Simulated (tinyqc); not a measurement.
# Reverse leakage of an n+-p junction: diffusion, generation, trap-assisted and band-to-band tunnelling: two studies

One-sided abrupt junction in the depletion approximation, x from the junction (0) to W on the p side, field F = F0 (1 - x/W). Flat quasi-Fermi levels, long p side. Traps generate through SRH with both lifetimes shortened by 1 + Gamma (Hurkx enhancement, form for moderate fields); band-to-band generation is local and needs a total bending above Eg.

Parameters, values chosen for the exercise; band and dielectric values close to those of silicon:
```
symbol,value,unit,meaning
T,358,K,temperature
Eg,1.13,eV,band gap
eps_r,11.8,,relative permittivity
Nc,3.66e19,cm^-3,conduction-band density of states at T
Nv,3.42e19,cm^-3,valence-band density of states at T
Na,2.3e17,cm^-3,acceptor density of the lighter side
Nd,1e20,cm^-3,donor density of the heavier side
tau,2e-8,s,SRH lifetime of both carriers at zero field
Et,0,eV,trap level above the intrinsic level
mt,0.25,m0,tunnelling mass
Dn,13,cm^2/s,electron diffusion coefficient on the lighter side
Ab,4.9e14,cm^-0.5 V^-2.5 s^-1,band-to-band prefactor
Bb,1.97e7,V/cm,band-to-band field constant
VR,0.3,V,reverse bias
```

Constants: q = 1.602176634e-19 C, kB = 1.380649e-23 J/K, hbar = 1.054571817e-34 J s, m0 = 9.1093837015e-31 kg, Vt = kB T/q, eps0 = 8.8541878128e-14 F/cm where lengths are in cm. Results are converted to the units shown.

Each table varies one quantity; the others keep the values above.

## Leakage components against the trap level above the intrinsic level

ni = sqrt(Nc Nv) exp(-Eg/(2 Vt)), Eg in volts; Vbi = Vt ln(Na Nd/ni^2); W = sqrt(2 eps0 eps_r (Vbi + VR)/(q Na)); F0 = 2 (Vbi + VR)/W; FG = sqrt(24 mt m0 (kB T)^3)/(q hbar); J_diff = q ni^2 sqrt(Dn/tau)(1 - exp(-VR/Vt))/Na. u = (Vbi + VR)(1 - x/W)^2, p = Na exp(-u/Vt), n = Nd exp((u - Vbi - VR)/Vt); G0 = ni^2 (1 - exp(-VR/Vt))/(tau (n + p + 2 ni cosh(Et/Vt))); Gamma = 2 sqrt(3 pi)(F/FG) exp((F/FG)^2); trap-assisted part G0 Gamma; G_bb = Ab F^2.5 exp(-Bb/F) with F in V/cm, zero unless Vbi + VR > Eg, and counted as zero under 1 cm^-3 s^-1. Currents are q times the integrals over 0 to W; J_bb under 1e-8 of J is printed as 0; rows with F0/FG above 2.2, beyond the range of this Gamma, are left out.

The same in every row: F0 (kV/cm) = 304; F0/FG = 0.631; J_diff (A/cm^2) = 2.75e-9; J_bb (A/cm^2) = 0.

Leakage components against the trap level above the intrinsic level:

| Et (eV) | J_SRH (A/cm^2) | J_TAT (A/cm^2) | J (A/cm^2) | largest part |
|---|---|---|---|---|
| -0.3 | 9.74e-10 | 2.58e-9 | 6.30e-9 | diffusion |
| -0.2 | 1.81e-8 | 5.12e-8 | 7.21e-8 | trap-assisted tunnelling |
| -0.1 | 3.20e-7 | 9.33e-7 | 1.26e-6 | trap-assisted tunnelling |
| 0 | 2.76e-6 | 8.19e-6 | 1.10e-5 | trap-assisted tunnelling |
| 0.1 | 3.20e-7 | 9.33e-7 | 1.26e-6 | trap-assisted tunnelling |
| 0.2 | 1.81e-8 | 5.12e-8 | 7.21e-8 | trap-assisted tunnelling |
| 0.3 | 9.74e-10 | 2.58e-9 | 6.30e-9 | diffusion |

Read the table: what changes, and by how much?

J goes from 6.30e-9 through a maximum of 1.10e-5 (at Et = 0 among the rows listed) to 6.30e-9 A/cm^2. Diffusion leads at Et = -0.3, trap-assisted tunnelling from -0.2, diffusion from 0.3 on.

## Leakage components against the reverse bias

Same model as above.

The same in every row: J_bb (A/cm^2) = 0.

Result of one run:

| VR (V) | F0 (kV/cm) | F0/FG | J_diff (A/cm^2) | J_SRH (A/cm^2) | J_TAT (A/cm^2) | J (A/cm^2) | largest part |
|---|---|---|---|---|---|---|---|
| 2.6 | 504 | 1.05 | 2.75e-9 | 1.33e-5 | 9.21e-5 | 1.05e-4 | trap-assisted tunnelling |

What becomes of these results when the reverse bias VR is changed from 2.6 to 1.1 V, all else the same?

Result of the changed run:

| VR (V) | F0 (kV/cm) | F0/FG | J_diff (A/cm^2) | J_SRH (A/cm^2) | J_TAT (A/cm^2) | J (A/cm^2) | largest part |
|---|---|---|---|---|---|---|---|
| 1.1 | 385 | 0.802 | 2.75e-9 | 7.31e-6 | 3.10e-5 | 3.83e-5 | trap-assisted tunnelling |

The whole series:

| VR (V) | F0 (kV/cm) | F0/FG | J_diff (A/cm^2) | J_SRH (A/cm^2) | J_TAT (A/cm^2) | J (A/cm^2) | largest part |
|---|---|---|---|---|---|---|---|
| 0.2 | 292 | 0.607 | 2.75e-9 | 2.04e-6 | 5.71e-6 | 7.75e-6 | trap-assisted tunnelling |
| 0.5 | 326 | 0.678 | 2.75e-9 | 4.07e-6 | 1.34e-5 | 1.74e-5 | trap-assisted tunnelling |
| 0.8 | 357 | 0.742 | 2.75e-9 | 5.79e-6 | 2.18e-5 | 2.76e-5 | trap-assisted tunnelling |
| 1.1 | 385 | 0.802 | 2.75e-9 | 7.31e-6 | 3.10e-5 | 3.83e-5 | trap-assisted tunnelling |
| 1.4 | 412 | 0.857 | 2.75e-9 | 8.68e-6 | 4.11e-5 | 4.98e-5 | trap-assisted tunnelling |
| 1.7 | 437 | 0.909 | 2.75e-9 | 9.95e-6 | 5.21e-5 | 6.21e-5 | trap-assisted tunnelling |
| 2 | 461 | 0.958 | 2.75e-9 | 1.11e-5 | 6.42e-5 | 7.54e-5 | trap-assisted tunnelling |
| 2.3 | 483 | 1.00 | 2.75e-9 | 1.22e-5 | 7.75e-5 | 8.98e-5 | trap-assisted tunnelling |
| 2.6 | 504 | 1.05 | 2.75e-9 | 1.33e-5 | 9.21e-5 | 1.05e-4 | trap-assisted tunnelling |

J rises from 7.75e-6 to 1.05e-4 A/cm^2. Trap-assisted tunnelling leads at VR = 0.2 and in all other rows. The ratio J_TAT/J_SRH goes from 2.79 to 6.93 as F0/FG goes from 0.607 to 1.05.

Range of the model: The n+ side is degenerate, so Vbi from Boltzmann statistics is only a guide.

Program tinyqc, `OMP_NUM_THREADS=1 python tinyqc.py 2290123 2290124 out.jsonl`; Intel Xeon 2.30GHz, shared host, one thread, about 0.01 s.
